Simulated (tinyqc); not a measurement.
# From optical top over twice the acoustic top back to heavy mass M

Model: three-phonon processes in a diatomic chain: dispersion, energy and momentum conservation, and decay channels of optical phonons. Computed by tinyqc, a small Python program. Command: `OMP_NUM_THREADS=1 python tinyqc.py 3121240 3121241 out.jsonl threeph inv`. One thread of a shared host (Intel(R) Xeon(R) Processor @ 2.30GHz), about 0.01 s of CPU time with the checks.

Cell length a, two atoms, one spring constant. x = q a/pi runs from -1 to 1; A and O are the acoustic and optical branches. Matrix elements are not computed: only conservation laws and occupation factors are followed.

Inputs (values chosen for the exercise, for a model chain): light mass m = 10.8 u; spring constant k = 3.7 eV/angstrom^2.

Constants: nu for 1 eV/(angstrom^2 u) = 15.6333042 THz.

Method. omega^2 = k (1/m + 1/M) -/+ k sqrt((1/m + 1/M)^2 - 4 sin^2(pi x/2)/(m M)); nu = 15.6333042 THz x sqrt(omega^2) for eV/(angstrom^2 u). Acoustic top sqrt(2 k/M), optical bottom sqrt(2 k/m), optical top sqrt(2 k (1/m + 1/M)).

Question. A run gave the result below. Find the heavy mass M, known to lie between 26 and 51 u.

optical top over twice the acoustic top = 1.011851

Answer.

Each step takes the trial c = (a f_b - b f_a)/(f_b - f_a), f being the result less the target and a, b, c the logarithms of the listed values; c replaces end b, the old b replaces a if the sign of f changed, and otherwise f_a is halved.

Scan of the range:
```
heavy mass M (u)  optical top over twice the acoustic top
26.0                                              0.92296
29.1                                              0.96105
32.5                                              1.00116
36.4                                              1.04527
40.7                                              1.09185
45.6                                              1.14261
51.0                                              1.19606
```

False position (Illinois rule, in the logarithm of the input) inside the bracket:
```
step    end a    end b    trial  optical top over twice the acoustic top
1     32.5000  36.4000  33.4053                                  1.01157
2     36.4000  33.4053  33.4293                                  1.01184
3     36.4000  33.4293  33.4306                                  1.01186
4     33.4293  33.4306  33.4300                                  1.01185
```

Optical top over twice the acoustic top rises at every point of a 13-point scan of the range (every second point is shown), so one value fits; it is bracketed by 32.5 and 36.4. Answer: heavy mass M = 33.43 u.
